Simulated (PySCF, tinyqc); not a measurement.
G0W0 on RHF in the sto-3g basis, for BeH+, spin multiplicity 1, step by step. The lowest restricted solution is unstable here: a spin-polarised one lies 0.0254 hartree lower (PySCF). Computed by tinyqc, a small Python program that keeps every step (integrals from PySCF). Settings: charge = 1, multiplicity = 1, basis = sto-3g, method = RHF, energy threshold = 1e-10, iteration cap = 67, orthogonalisation = canonical, start = Wolfsberg-Helmholz matrix, DIIS depth = 6. Command: `OMP_NUM_THREADS=1 python tinyqc.py 27186 27187 out.jsonl` (the two numbers bound the seeds that draw the settings). One thread of a shared host (Intel(R) Xeon(R) Processor @ 2.60GHz), about 0.1 s of CPU time with the checks. The early iterations of the SCF are left out here.

## One-electron integrals

Geometry (angstrom):
```
atom       x       y       z
Be    0.0000  0.0000  0.0000
H     0.0000  0.0000  2.0390
```

Basis sto-3g: exponents (1/bohr^2) and contraction coefficients of normalised primitives:
```
element  l (shell)  exponent  coefficient
Be           s (1)   30.1679       0.1543
Be           s (1)    5.4951       0.5353
Be           s (1)    1.4872       0.4446
Be           s (2)    1.3148      -0.1000
Be           s (2)    0.3055       0.3995
Be           s (2)    0.0994       0.7001
Be           p (3)    1.3148       0.1559
Be           p (3)    0.3055       0.6077
Be           p (3)    0.0994       0.3920
H            s (1)    3.4253       0.1543
H            s (1)    0.6239       0.5353
H            s (1)    0.1689       0.4446
```

Overlap, kinetic and nuclear-attraction integrals over the contracted functions; the nuclear repulsion is the sum of Za Zb / Rab.

nuclear repulsion = 1.038111 hartree

overlap S:
```
         1Be 1s  1Be 2s  1Be 2px  1Be 2py  1Be 2pz   2H 1s
1Be 1s   1.0000  0.2595   0.0000   0.0000   0.0000  0.0146
1Be 2s   0.2595  1.0000   0.0000   0.0000   0.0000  0.2219
1Be 2px  0.0000  0.0000   1.0000   0.0000   0.0000  0.0000
1Be 2py  0.0000  0.0000   0.0000   1.0000   0.0000  0.0000
1Be 2pz  0.0000  0.0000   0.0000   0.0000   1.0000  0.3000
2H 1s    0.0146  0.2219   0.0000   0.0000   0.3000  1.0000
```

kinetic energy T (hartree):
```
          1Be 1s   1Be 2s  1Be 2px  1Be 2py  1Be 2pz    2H 1s
1Be 1s    6.6940  -0.0330   0.0000   0.0000   0.0000  -0.0052
1Be 2s   -0.0330   0.2111   0.0000   0.0000   0.0000   0.0044
1Be 2px   0.0000   0.0000   0.6606   0.0000   0.0000   0.0000
1Be 2py   0.0000   0.0000   0.0000   0.6606   0.0000   0.0000
1Be 2pz   0.0000   0.0000   0.0000   0.0000   0.6606   0.0384
2H 1s    -0.0052   0.0044   0.0000   0.0000   0.0384   0.7600
```

nuclear attraction V (hartree):
```
           1Be 1s   1Be 2s  1Be 2px  1Be 2py  1Be 2pz    2H 1s
1Be 1s   -14.8206  -1.9666   0.0000   0.0000  -0.0078  -0.1094
1Be 2s    -1.9666  -2.5708   0.0000   0.0000  -0.0808  -0.4782
1Be 2px    0.0000   0.0000  -2.5346   0.0000   0.0000   0.0000
1Be 2py    0.0000   0.0000   0.0000  -2.5346   0.0000   0.0000
1Be 2pz   -0.0078  -0.0808   0.0000   0.0000  -2.5870  -0.6294
2H 1s     -0.1094  -0.4782   0.0000   0.0000  -0.6294  -2.2644
```

core Hamiltonian H = T + V (hartree):
```
          1Be 1s   1Be 2s  1Be 2px  1Be 2py  1Be 2pz    2H 1s
1Be 1s   -8.1266  -1.9996   0.0000   0.0000  -0.0078  -0.1147
1Be 2s   -1.9996  -2.3597   0.0000   0.0000  -0.0808  -0.4739
1Be 2px   0.0000   0.0000  -1.8740   0.0000   0.0000   0.0000
1Be 2py   0.0000   0.0000   0.0000  -1.8740   0.0000   0.0000
1Be 2pz  -0.0078  -0.0808   0.0000   0.0000  -1.9265  -0.5910
2H 1s    -0.1147  -0.4739   0.0000   0.0000  -0.5910  -1.5044
```

## Two-electron integrals

Functions are numbered as in S; the eight-fold symmetry (ij|kl) = (ji|kl) = (kl|ij) leaves the list below.

Two-electron integrals (ij|kl) in chemists' order, unique and non-zero (hartree):
```
(11|11) 2.2988     (21|11) 0.3920     (21|21) 0.0795     (22|11) 0.5710
(22|21) 0.1430     (22|22) 0.4177     (31|31) 0.0146     (32|31) 0.0219
(32|32) 0.0923     (33|11) 0.5696     (33|21) 0.1431     (33|22) 0.4176
(33|33) 0.4499     (41|41) 0.0146     (42|41) 0.0219     (42|42) 0.0923
(43|43) 0.0242     (44|11) 0.5696     (44|21) 0.1431     (44|22) 0.4176
(44|33) 0.4014     (44|44) 0.4499     (51|51) 0.0146     (52|51) 0.0219
(52|52) 0.0923     (53|53) 0.0242     (54|54) 0.0242     (55|11) 0.5696
(55|21) 0.1431     (55|22) 0.4176     (55|33) 0.4014     (55|44) 0.4014
(55|55) 0.4499     (61|11) 0.0216     (61|21) 0.0044     (61|22) 0.0080
(61|33) 0.0080     (61|44) 0.0080     (61|51) 4.21e-04   (61|52) 0.0008
(61|55) 0.0081     (61|61) 2.57e-04   (62|11) 0.0838     (62|21) 0.0215
(62|22) 0.0728     (62|33) 0.0697     (62|44) 0.0697     (62|51) 0.0027
(62|52) 0.0195     (62|55) 0.0788     (62|61) 0.0013     (62|62) 0.0236
(63|31) 0.0015     (63|32) 0.0079     (63|53) 0.0030     (63|63) 0.0016
(64|41) 0.0015     (64|42) 0.0079     (64|54) 0.0030     (64|64) 0.0016
(65|11) 0.1035     (65|21) 0.0267     (65|22) 0.0940     (65|33) 0.0888
(65|44) 0.0888     (65|51) 0.0042     (65|52) 0.0298     (65|55) 0.1044
(65|61) 0.0017     (65|62) 0.0338     (65|65) 0.0489     (66|11) 0.2594
(66|21) 0.0673     (66|22) 0.2548     (66|33) 0.2394     (66|44) 0.2394
(66|51) 0.0077     (66|52) 0.0763     (66|55) 0.2850     (66|61) 0.0041
(66|62) 0.1160     (66|65) 0.1725     (66|66) 0.7746
```

## Orthogonalisation

S = U s U^T; canonical form X = U s^(-1/2), so that X^T S X = 1. Each column of U has its largest component positive (the first on a tie).

eigenvalues of S: 0.5923  0.8056  1.0000  1.0000  1.1821  1.4201

X:
```
               1        2        3       4        5       6
1Be 1s    0.4222   0.7045   0.0000  0.0000   0.5561  0.3015
1Be 2s   -0.7088  -0.5064   0.0000  0.0000   0.4079  0.4590
1Be 2px   0.0000   0.0000  -0.1897  0.9818   0.0000  0.0000
1Be 2py   0.0000   0.0000   0.9818  0.1897   0.0000  0.0000
1Be 2pz  -0.5950   0.5866   0.0000  0.0000  -0.5203  0.3688
2H 1s     0.8085  -0.3802   0.0000  0.0000  -0.3157  0.5163
```

Within a degenerate level the vectors are fixed only up to a rotation; this is one choice.

## Iteration 10 (converged): orbitals

converged F (hartree):
```
          1Be 1s   1Be 2s  1Be 2px  1Be 2py  1Be 2pz    2H 1s
1Be 1s   -4.9702  -1.3959   0.0000   0.0000   0.0150  -0.0791
1Be 2s   -1.3959  -0.8360   0.0000   0.0000  -0.0786  -0.3008
1Be 2px   0.0000   0.0000  -0.1136   0.0000   0.0000   0.0000
1Be 2py   0.0000   0.0000   0.0000  -0.1136   0.0000   0.0000
1Be 2pz   0.0150  -0.0786   0.0000   0.0000  -0.1910  -0.2624
2H 1s    -0.0791  -0.3008   0.0000   0.0000  -0.2624  -0.3756
```

Diagonalise F' = X^T F X, C = X C', fill 2 alpha and 2 beta electrons from the bottom; D = 2 C_occ C_occ^T. Each column has its largest component positive (the first on a tie).

F' = X^T F X (hartree):
```
         1        2        3        4        5        6
1  -0.3143  -0.7684   0.0000   0.0000  -0.7273  -0.4420
2  -0.7684  -1.7024   0.0000   0.0000  -1.7797  -0.9984
3   0.0000   0.0000  -0.1136   0.0000   0.0000   0.0000
4   0.0000   0.0000   0.0000  -0.1136   0.0000   0.0000
5  -0.7273  -1.7797   0.0000   0.0000  -2.3546  -1.3462
6  -0.4420  -0.9984   0.0000   0.0000  -1.3462  -1.4309
```

orbital energies (hartree): MO1 -4.9730, MO2 -0.6145, MO3 -0.2487, MO4 -0.1136, MO5 -0.1136, MO6 0.0339

coefficients C:
```
             MO1      MO2      MO3      MO4     MO5      MO6
1Be 1s    0.9931  -0.2085  -0.1962   0.0000  0.0000  -0.0809
1Be 2s    0.0257   0.7089   0.7171   0.0000  0.0000   0.3442
1Be 2px   0.0000   0.0000   0.0000   0.7915  0.6112   0.0000
1Be 2py   0.0000   0.0000   0.0000  -0.6112  0.7915   0.0000
1Be 2pz  -0.0020   0.2314  -0.5347   0.0000  0.0000   0.8749
2H 1s    -0.0026   0.5025  -0.4800   0.0000  0.0000  -0.8256
```

D after iteration 10:
```
          1Be 1s   1Be 2s  1Be 2px  1Be 2py  1Be 2pz    2H 1s
1Be 1s    2.0593  -0.2445   0.0000   0.0000  -0.1005  -0.2146
1Be 2s   -0.2445   1.0063   0.0000   0.0000   0.3280   0.7122
1Be 2px   0.0000   0.0000   0.0000   0.0000   0.0000   0.0000
1Be 2py   0.0000   0.0000   0.0000   0.0000   0.0000   0.0000
1Be 2pz  -0.1005   0.3280   0.0000   0.0000   0.1071   0.2326
2H 1s    -0.2146   0.7122   0.0000   0.0000   0.2326   0.5049
```

Within a degenerate level the vectors are fixed only up to a rotation; this is one choice.

## Convergence

Stop when the energy changes by less than 1e-10 hartree and every element of the error matrix X^T (F D S - S D F) X is below 3e-06.

Course of the cycle:
```
iteration  E (hartree)     change  largest element of the error matrix
1           -14.480290          -                             1.45e-01
2           -14.533449  -5.32e-02                             5.39e-02
3           -14.560857  -2.74e-02                             4.52e-02
4           -14.573837  -1.30e-02                             1.56e-02
5           -14.573997  -1.60e-04                             6.65e-03
6           -14.574244  -2.46e-04                             1.98e-03
7           -14.574263  -1.91e-05                             2.78e-04
8           -14.574263  -4.04e-07                             4.66e-06
9           -14.574263  -1.11e-10                             9.20e-08
10          -14.574263  -3.91e-14                             4.32e-11
```

PySCF RHF in the same basis = -14.574263 hartree

Converged in 10 iterations.

## Integrals over molecular orbitals

(pq|rs) = sum C_ip C_jq C_kr C_ls (ij|kl), one index at a time.

one-electron integrals over orbitals h = C^T H C (hartree):
```
         1        2        3        4        5        6
1  -8.1173   0.1819   0.1876   0.0000   0.0000   0.0489
2   0.1819  -1.9076  -0.1223   0.0000   0.0000  -0.2422
3   0.1876  -0.1223  -1.7994   0.0000   0.0000   0.1329
4   0.0000   0.0000   0.0000  -1.8740   0.0000   0.0000
5   0.0000   0.0000   0.0000   0.0000  -1.8740   0.0000
6   0.0489  -0.2422   0.1329   0.0000   0.0000  -1.6610
```

Two-electron integrals over orbitals (pq|rs), unique and non-zero (hartree):
```
(11|11) 2.2759    (21|11) -0.1793   (21|21) 0.0232    (22|11) 0.4458
(22|21) -0.0026   (22|22) 0.4247    (31|11) -0.1692   (31|21) 0.0189
(31|22) -0.0121   (31|31) 0.0245    (32|11) 0.1003    (32|21) -0.0058
(32|22) -0.0595   (32|31) 0.0010    (32|32) 0.0834    (33|11) 0.4937
(33|21) -0.0095   (33|22) 0.3356    (33|31) 0.0011    (33|32) 0.0207
(33|33) 0.4004    (41|41) 0.0156    (42|41) 0.0148    (42|42) 0.0483
(43|41) 0.0135    (43|42) 0.0368    (43|43) 0.0455    (44|11) 0.5692
(44|21) -0.0063   (44|22) 0.3429    (44|31) -0.0060   (44|32) 0.0546
(44|33) 0.3654    (44|44) 0.4499    (51|51) 0.0156    (52|51) 0.0148
(52|52) 0.0483    (53|51) 0.0135    (53|52) 0.0368    (53|53) 0.0455
(54|54) 0.0242    (55|11) 0.5692    (55|21) -0.0063   (55|22) 0.3429
(55|31) -0.0060   (55|32) 0.0546    (55|33) 0.3654    (55|44) 0.4014
(55|55) 0.4499    (61|11) -0.0660   (61|21) 0.0116    (61|22) 0.0082
(61|31) 0.0006    (61|32) -0.0081   (61|33) -0.0127   (61|44) -0.0018
(61|55) -0.0018   (61|61) 0.0143    (62|11) 0.1290    (62|21) -0.0007
(62|22) -0.0042   (62|31) -0.0086   (62|32) 0.0595    (62|33) -0.0108
(62|44) 0.0693    (62|55) 0.0693    (62|61) 0.0072    (62|62) 0.1092
(63|11) -0.0923   (63|21) 0.0035    (63|22) 0.0559    (63|31) -0.0047
(63|32) -0.0816   (63|33) -0.0352   (63|44) -0.0480   (63|55) -0.0480
(63|61) 0.0089    (63|62) -0.0621   (63|63) 0.0988    (64|41) 0.0056
(64|42) 0.0219    (64|43) 0.0039    (64|64) 0.0208    (65|51) 0.0056
(65|52) 0.0219    (65|53) 0.0039    (65|65) 0.0208    (66|11) 0.4790
(66|21) -0.0028   (66|22) 0.4302    (66|31) -0.0106   (66|32) -0.0604
(66|33) 0.3660    (66|44) 0.3488    (66|55) 0.3488    (66|61) 0.0066
(66|62) -0.0212   (66|63) 0.0522    (66|66) 0.4606
```

## Screening: direct RPA

With D = e_a - e_i and K = (ia|jb): diagonalise D^(1/2) (D + 4K) D^(1/2) = Z w^2 Z^T; X + Y = D^(1/2) Z w^(-1/2), each column of Z with its largest component positive (the first on a tie); E_c = (sum w - tr (D + 2K)) / 2.

D^(1/2) (D + 4K) D^(1/2) (hartree^2):
```
         1>3      1>4      1>5      1>6      2>3     2>4     2>5      2>6
1>3  22.7820   0.0000   0.0000   0.0117   0.0053  0.0000  0.0000  -0.0604
1>4   0.0000  23.9165   0.0000   0.0000   0.0000  0.0921  0.0000   0.0000
1>5   0.0000   0.0000  23.9165   0.0000   0.0000  0.0000  0.0921   0.0000
1>6   0.0117   0.0000   0.0000  25.3560  -0.0437  0.0000  0.0000   0.0516
2>3   0.0053   0.0000   0.0000  -0.0437   0.2559  0.0000  0.0000   0.1160
2>4   0.0000   0.0921   0.0000   0.0000   0.0000  0.3476  0.0000   0.0000
2>5   0.0000   0.0000   0.0921   0.0000   0.0000  0.0000  0.3476   0.0000
2>6  -0.0604   0.0000   0.0000   0.0516   0.1160  0.0000  0.0000   0.7036
```

excitation energies w (hartree): 0.4769  0.5892  0.5892  0.8554  4.7731  4.8905  4.8905  5.0355

X + Y:
```
           1        2        3        4        5        6       7        8
1>3  -0.0027   0.0000   0.0000   0.0061   0.9949   0.0000  0.0000   0.0043
1>4   0.0000  -0.0112   0.0010   0.0000   0.0000  -0.0072  0.9968   0.0000
1>5   0.0000  -0.0010  -0.0112   0.0000   0.0000   0.9968  0.0072   0.0000
1>6   0.0071   0.0000   0.0000  -0.0039  -0.0046   0.0000  0.0000   0.9971
2>3   0.8508   0.0000   0.0000   0.1550   0.0001   0.0000  0.0000  -0.0005
2>4   0.0000   0.9181  -0.0842   0.0000   0.0000   0.0000  0.0013   0.0000
2>5   0.0000   0.0842   0.9181   0.0000   0.0000   0.0013  0.0000   0.0000
2>6  -0.2763   0.0000   0.0000   0.8458  -0.0010   0.0000  0.0000   0.0007
```

RPA correlation energy = -0.041916 hartree

Within a degenerate level the vectors are fixed only up to a rotation; this is one choice.

## G0W0 on Hartree-Fock: HOMO

W(p,q,m) = sqrt2 sum_ia (pq|ia) (X+Y)_ia,m; Sigma_c(x) = sum_(i,m) W^2/(x - e_i + w_m) + sum_(a,m) W^2/(x - e_a - w_m); solve x = e_p + Sigma_c(x) by Newton steps; Z = 1/(1 - dSigma/dx); 1 hartree = 27.211386 eV.

The 12 largest terms at x = e_p (hartree; W for the signs of X + Y given):
```
q  m        W       term
6  4   0.1436    -0.0137
2  1  -0.0698     0.0102
3  1   0.0770    -0.0070
3  4   0.0896    -0.0066
4  2   0.0624    -0.0036
5  3   0.0624    -0.0036
6  1   0.0291    -0.0008
2  4  -0.0182   3.88e-04
5  6   0.0209  -8.10e-05
4  7   0.0209  -8.10e-05
1  5   0.0265   7.66e-05
2  5  -0.0171   6.11e-05
```

Newton steps (hartree):
```
step        x  Sigma_c(x)       Z
0     -0.6145     -0.0247  0.9505
1     -0.6379     -0.0234  0.9495
2     -0.6379     -0.0235  0.9495
```

quasiparticle energy of the HOMO = -17.3592 eV

Hartree-Fock value = -16.7210 eV

## G0W0 on Hartree-Fock: LUMO

As before.

The 12 largest terms at x = e_p (hartree; W for the signs of X + Y given):
```
q  m        W       term
6  4  -0.0923    -0.0075
6  1  -0.0738    -0.0072
2  1   0.0770     0.0070
2  4   0.0896     0.0066
4  2   0.0476    -0.0031
5  3   0.0476    -0.0031
3  1   0.0289    -0.0018
1  5   0.0345   1.25e-04
3  4  -0.0083  -7.99e-05
5  6   0.0192  -7.31e-05
4  7   0.0192  -7.31e-05
3  8  -0.0180  -6.42e-05
```

Newton steps (hartree):
```
step        x  Sigma_c(x)       Z
0     -0.2487     -0.0093  0.9594
1     -0.2576     -0.0089  0.9598
2     -0.2576     -0.0089  0.9598
```

quasiparticle energy of the LUMO = -7.0092 eV

Hartree-Fock value = -6.7670 eV
